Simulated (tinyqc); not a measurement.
# Changing the void surface energy gamma

Model: nucleation and growth of vacancy voids in a cooling silicon-like crystal. Computed by tinyqc, a small Python program. Command: `OMP_NUM_THREADS=1 python tinyqc.py 3000531 3000532 out.jsonl voids sweep`. One thread of a shared host (Intel(R) Xeon(R) Processor @ 2.30GHz), about 0.2 s of CPU time with the checks.

Spherical voids; vacancies are lost only to voids.

Inputs (values chosen for the exercise, for a model crystal):
```
quantity,value,unit
vacancy density at the melting point C_m,7.5e+14,1/cm^3
formation energy E_f,3.82,eV
melting point T_m,1685,K
diffusion prefactor D0,0.0019,cm^2/s
migration energy E_m,0.45,eV
site density rho,5e+22,1/cm^3
cooling rate q,2.2,K/min
ratio (V/G)/xi_c,2.36,-
limit of the excess at high V/G,1.1e+14,1/cm^3
temperature step,0.25,K
```

Vacancy supply: from V/G.

Constants: k_B = 8.617333262e-05 eV/K; k_B = 1.380649e-23 J/K.

Method:
- C = C_x (u - 1)/(u + 0.2) with u = (V/G)/xi_c, a form chosen for the exercise.
- C_e = C_m exp[-(E_f/k_B)(1/T - 1/T_m)]; D = D0 exp(-E_m/(k_B T)); f = k_B T ln(C/C_e); r* = 2 gamma/(rho f); W* = 16 pi gamma^3/(3 rho^2 f^2); Z = f/sqrt(12 pi W* k_B T); I = rho Z (4 pi r* D C) exp(-W*/(k_B T)).
- March down from 1500 K in steps dT, dt = dT/q, with values at the upper end of each step: a class of I dt voids is born with r*; then all classes grow by r^2 += 2 D (C - C_e) dt/rho; C falls by the vacancies added to voids. Stop at 1150 K. T_n is the T of the largest I, N the final count (classes under 1e-6 /cm^3 are dropped), and the mean radius the number average.

One run for each value:
```
void surface energy gamma (J/m^2),temperature of peak nucleation T_n (K),void density N (1/cm^3),mean radius (nm)
0.700,1409.75,1.1757e+06,61.629
0.767,1390.50,1.1341e+06,62.314
0.833,1370.50,1.1220e+06,62.468
0.900,1349.00,1.1337e+06,62.174
0.967,1326.25,1.1670e+06,61.490
1.030,1303.75,1.2176e+06,60.535
1.100,1277.00,1.2971e+06,59.153
```

Describe and explain the trends.

Over the rows, temperature of peak nucleation T_n (K) falls from 1410 to 1280 (exponent d ln y / d ln x -0.15 between the first rows and -0.32 between the last); void density N (1/cm^3) goes from 1.18e6 through a minimum among these rows, 1.12e6 at 0.833, to 1.30e6; mean radius (nm) goes from 61.6 through a maximum among these rows, 62.5 at 0.833, to 59.2. The surface energy sets the supersaturation needed and so T_n; N and r respond far less than the rate at fixed T would.

Caution (rows 1.10): below about 1290 K vacancies bind to oxygen in crucible-grown crystals, which cuts nucleation off; that is left out.

Extremes, crossings and ranges named in words are read from the listed rows.
